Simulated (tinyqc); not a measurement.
Inside a calculation: electrons shared among three sets of ellipsoidal valleys. Values are carried at full precision from step to step, so a last printed digit may differ when a step is redone from the rounded ones.

Constants: hbar^2/2m0 = 3.80998211 eV angstrom^2; kB = 8.617333262e-05 eV/K.

Parameters, chosen for this exercise (masses and offsets near those of GaSb; mobilities are free inputs, held fixed; not measured data): ml = (0.041, 1.352, 1.52) m0 (longitudinal masses of Gamma, L, X); mt = (0.041, 0.0958, 0.2106) m0 (transverse masses); M = (1, 4, 3) (valleys in each set); T = 200 K; dE = (0, 0.068, 0.308) eV (edges of Gamma, L, X above the first); n = 7.6e+19 1/cm^3 (total electron density); mu = (6600, 830, 340) cm^2/(V s) (mobility of each set).

## Masses of each set

One valley: m_d = (ml mt^2)^(1/3). Whole set: m_de = M^(2/3) m_d. Mean over three axes: 1/m_c = (1/ml + 2/mt)/3. Anisotropy K = ml/mt.

m_d, m_de, m_c (m0) and K of each set:

| set | m_d | m_de | m_c | K |
|---|---|---|---|---|
| Gamma | 0.0410 | 0.0410 | 0.0410 | 1.00 |
| L | 0.2315 | 0.5834 | 0.1388 | 14.11 |
| X | 0.4070 | 0.8466 | 0.2954 | 7.22 |

m_de/m_c is 1.00 for Gamma, 4.20 for L, 2.87 for X: many anisotropic valleys give many states at a light conductivity mass. m_c is the mean over three axes; a set that holds only some of the equivalent valleys conducts with a mass that depends on direction.

## Effective densities of states

N_i = M_i times N = 2 (m kB T/(4 pi c))^(3/2) with c = hbar^2/2m0, in 1/angstrom^3; times 1e24 for 1/cm^3, with m = (ml mt^2)^(1/3).

kT = 0.017235 eV

N_i (1/cm^3): Gamma 1.1340e+17, L 6.0862e+18, X 1.0640e+19

## Fermi level and populations

F_j(eta) = (1/Gamma(j + 1)) integral_0^infinity x^j dx/(1 + exp(x - eta)), which tends to exp(eta) for eta << 0.

Solve n = sum_i N_i F_1/2((EF - dE_i)/kT), energies from the edge of the first set.

EF = 0.1750 eV

eta_i: Gamma 10.16, L 6.21, X -7.71

n_i (1/cm^3): Gamma 2.79e+18, L 7.32e+19, X 4.75e+15

shares: Gamma 0.0368, L 0.9632, X 0.0001

L holds most electrons (96.3 %). Boltzmann weights N_i exp(-dE_i/kT) would give L a share of 0.5093.

## Drift and Hall mobility of the mixture

With f_i the shares, mu_drift = sum f_i mu_i; low-field Hall mobility mu_H = sum f_i mu_i^2/mu_drift (scattering and anisotropy factors set to 1); the Hall density is n mu_drift/mu_H; rho = 1/(e n mu_drift), e = 1.602176634e-19 C.

mu_drift = 1042 cm^2/(V s)
mu_H = 2174 cm^2/(V s)
Hall density = 3.64e+19 1/cm^3
rho = 7.88e-05 ohm cm

A Hall measurement would read 47.9 % of the true density. The mobilities are of the size met in pure crystals; at this density impurities would cut them and raise rho, by a factor of two to ten or more depending on crystal and density.

## Checks

- Share of L at n = 1e10 1/cm^3 against the Boltzmann weight: both 0.5093.

Program tinyqc; command `OMP_NUM_THREADS=1 python tinyqc.py 1652116 1652117 out.jsonl`; about 0.01 s on one thread of a shared Intel(R) Xeon(R) Processor @ 2.30GHz.
